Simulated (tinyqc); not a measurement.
Hot electrons in a saturated n-channel MOSFET, lucky-electron model: two steps of the calculation.

Beyond pinch-off the lateral field grows as Esat cosh(y/l) over the velocity-saturated region (pseudo-two-dimensional model). Impact ionisation in this region gives the substrate current, which biases the body forward through Rsub. Currents are per width. Local-field laws: they overstate ionisation when the field peak is narrower than an energy relaxation length.

Parameters, values chosen for the exercise; values close to those of silicon n-channel devices:
- L = 0.35 um (channel length)
- tox = 8.9 nm (oxide thickness)
- xj = 110 nm (junction depth)
- VT = 0.74 V (threshold)
- mu = 370 cm^2/(V s) (effective mobility)
- vs = 7.9e6 cm/s (saturation velocity)
- Ai = 2e6 1/cm (ionisation prefactor)
- Bi = 1.65 MV/cm (ionisation field)
- Rd = 200 ohm um (resistance of the lightly doped drain)
- Rsub = 28000 ohm um (substrate resistance)
- kb = 0.25 (fall of VT per volt of forward body bias)
- Vd = 2.6 V (drain voltage)
- Vg = 1.5 V (gate voltage)

Constants: eps0 = 8.8541878128e-14 F/cm where lengths are in cm. Results are converted to the units shown.

Problem 1. Length and field scales. Cox = 3.9 eps0/tox, l = sqrt(3 tox xj), Esat = 2 vs/mu.

Give: Cox; l; Esat; Esat L.

Solution 1.

Cox = 0.3880 uF/cm^2
l = 54.19 nm
Esat = 0.04270 MV/cm
Esat L = 1.495 V

Problem 2. Body bias from the substrate current. Cox = 3.9 eps0/tox. Overdrive g = Vg - VT + kb Vb; Vdsat = g Esat L/(g + Esat L); Id = Cox vs (g - Vdsat); dV = Vd - Id Rd - Vdsat; Em = sqrt((dV/l)^2 + Esat^2); Isub = Id (Ai/Bi) l Em exp(-Bi/Em). Vb(new) = Rsub Isub.

Vb after iteration 1 = 0.077869811 V
l = 54.194096 nm
Esat = 0.042702703 MV/cm

Give: Vdsat; Id; dV; Em; Isub; Vb after iteration 2.

Solution 2.

Vdsat = 0.5123 V
Id = 81.89 uA/um
dV = 2.071 V
Em = 0.3846 MV/cm
Isub = 2.834 uA/um
Vb after iteration 2 = 0.07936 V

Program tinyqc, `OMP_NUM_THREADS=1 python tinyqc.py 2550137 2550138 out.jsonl`; Intel Xeon 2.30GHz, shared host, one thread, about 0.01 s.
